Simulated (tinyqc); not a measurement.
## Length offset and series resistance from crossing lines

Question. R_total = Rs + k (L - dL)/Vo with constant Rs, dL and k. Find k, dL and Rs.

R_total at (L, Vo) = (60, 0.37), (180, 0.37), (60, 0.79) and (180, 0.79), L in nm and Vo in V (ohm um): 550.75676  1394  390.86076  785.79747

Answer. At each overdrive R is a straight line in L with slope k/Vo; the two lines cross at L = dL, R = Rs.

k = 2.60 ohm um V/nm
dL = 17.2 nm
Rs = 250 ohm um

Computed by the program tinyqc: `OMP_NUM_THREADS=1 python tinyqc.py 2282004 2282005 out.jsonl`, one thread of a shared Intel Xeon 2.30GHz, about 0.06 s for the whole run.
